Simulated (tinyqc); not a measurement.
# Kinetics of strain relaxation and threading dislocations in mismatched semiconductor layers, step by step

A worked calculation. Computed by tinyqc, a small Python program that keeps every step. Command: `OMP_NUM_THREADS=1 python tinyqc.py 3006408 3006409 out.jsonl threading walk`. One thread of a shared host (Intel(R) Xeon(R) Processor @ 2.30GHz), about 0.01 s of CPU time with the checks. Intermediate numbers are printed to about 7 digits and carried at full precision; extremes and crossings named in words are read from the listed rows.

60-degree dislocations on {111} planes of a (001) layer, isotropic elasticity. The Schmid factor is 1/sqrt(6), and a misfit segment relieves strain with b/2.

Inputs (values chosen for the exercise, modelled on In(0.2)Ga(0.8)As on GaAs):

| quantity | value | unit |
|---|---|---|
| misfit f | 0.0152 | - |
| shear modulus G | 44.7 | GPa |
| Poisson ratio nu | 0.32 | - |
| Burgers vector b | 4.05 | angstrom |
| glide activation energy Q | 1.33 | eV |
| velocity prefactor v0 | 7200 | m/s per MPa |
| layer thickness h | 49 | nm |
| anneal temperature T | 584 | K |
| anneal time t | 33 | s |
| initial thread density rho_0 | 3.6e+07 | 1/cm^2 |
| multiplication constant delta | 2800 | 1/m |
| grading rate (misfit per thickness) R_f | 0.0056 | 1/micrometre |
| growth temperature of the buffer T_g | 938 | K |
| growth rate R_g | 3.9 | nm/s |
| reaction radius r_A | 97 | nm |
| final thickness of a thick uniform layer H | 1.3 | micrometre |
| aspect ratio of a trench | 2.7 | - |

Sources: fixed density of threads.

Constants: k_B = 8.617333262e-05 eV/K.

## Excess stress and glide velocity at the start

Excess resolved stress tau = (1/sqrt 6) [2 G (1 + nu)/(1 - nu)] (e - e_eq), e_eq = b (1 - nu/4) [ln(h/b) + 1]/(4 pi (1 + nu) h), the Matthews-Blakeslee strain of an uncapped layer; glide velocity v = v0 tau exp(-Q/(k_B T)), tau in MPa.

equilibrium strain e_eq = 0.002656856

excess stress tau = 888.6553 MPa

mobility v/tau = 2.397483e-08 m/s per MPa

initial velocity = 21.30536 micrometre/s

The layer carries 5.7 times its equilibrium strain. In the anneal time a thread would run 700 micrometre at this speed.

## Relaxation in the anneal

Threads run in two directions, so de/dt = -(b/4) rho v, with rho fixed. With x = e - e_eq, x0 = f - e_eq (fully strained at t = 0) and v = m S x (m the mobility, S x = tau): x = x0 exp(-t/t_r), t_r = 4/(b rho_0 m S). The half time is that at which x = x0/2.

strain left e = 0.004282744

share of the excess strain relieved = 87.03763 %

thread density = 3.60e+07 1/cm^2

half time = 11.19555 s

Most of the excess strain is gone. The misfit lines laid down are 0.019 micrometre apart. Caution: blocking of threads by crossing misfit lines, left out here, leaves real layers with more strain.

## Anneal temperature

The formulas are those given above.

After the time t:

| T (K) | first velocity (micrometre/s) | relieved (%) | threads (1/cm^2) | half time (s) |
|---|---|---|---|---|
| 481 | 7.425273e-02 | 0.70953 | 3.60e+07 | 3.212343e+03 |
| 499 | 2.362602e-01 | 2.24019 | 3.60e+07 | 1.009587e+03 |
| 522 | 9.231062e-01 | 8.47181 | 3.60e+07 | 2.583941e+02 |
| 540 | 2.473311e+00 | 21.11532 | 3.60e+07 | 9.643963e+01 |
| 561 | 7.209889e+00 | 49.91291 | 3.60e+07 | 3.308307e+01 |
| 576 | 1.475972e+01 | 75.71746 | 3.60e+07 | 1.616056e+01 |
| 596 | 3.627279e+01 | 96.91449 | 3.60e+07 | 6.575873e+00 |
| 630 | 1.467351e+02 | 99.99992 | 3.60e+07 | 1.625550e+00 |

The half time follows exp(Q/(k_B T)), a decade for each 47 K near 561 K. Relief goes from 21 % at 540 K to 75.7 % at 576 K: with a fixed density the onset is gradual, and more threads relax the layer sooner. Caution: rows with more than 50 % relieved leave out blocking by crossing misfit lines, which slows real layers.

## Graded buffer

In steady grading, strain is fed at R_f R_g and relieved at (b/4) rho v. As a glide-limited estimate, the driving stress is taken as the mean stress of the strained top zone, whose depth z solves R_f z/2 = e_eq(z), with strain R_f z at the surface; tau_g = S R_f z/2 is its mean; then rho = 4 R_f R_g/(b m tau_g), m = v0 exp(-Q/(k_B T_g)), S = (1/sqrt 6) 2 G (1 + nu)/(1 - nu), e_eq(z) = b (1 - nu/4) [ln(z/b) + 1]/(4 pi (1 + nu) z).

depth z of the strained zone = 243.6429 nm

stress tau_g = 48.33244 MPa

thread density of the buffer = 867.4421 1/cm^2

buffer thickness f/R_f = 2.714286 micrometre

Raising T_g by 50 K would lower this density by a factor 2.3: fast glide lets few threads do the work. Caution: real buffers seldom go below 1e5 /cm^2, as pile-ups and nucleation take over; this value is a lower bound.

## Thick uniform layer and trapping in a trench

A separate case, a thick relaxed layer. Pair reactions during growth: d rho/dh = -K rho^2 with K = 2 r_A tan(psi) and threads inclined by psi = 45 degrees (the <110> lines of {111} planes), so rho = 1/(K H) for a layer that starts with far more threads than that, as highly mismatched layers do. In a trench along [110] a thread on {111} rises at 54.74 degrees across the width, and leaves through the wall below the height w tan(54.74 degrees) = sqrt(2) w; the share of threads, evenly spread over the floor, that reach the top is max(0, 1 - a/sqrt 2) for the aspect ratio a.

thread density at H = 3.965107e+08 1/cm^2

share that reaches the top = 0

The trench traps all threads that cross it; those that run along it are not trapped. Thickness alone needs 520 micrometre for 1e6 /cm^2. Caution: at this small misfit a layer may start with fewer threads than 1/(K H), which is then only an upper bound.

Checks made by the program: strain against numerical integration (relative difference below 1e-10).
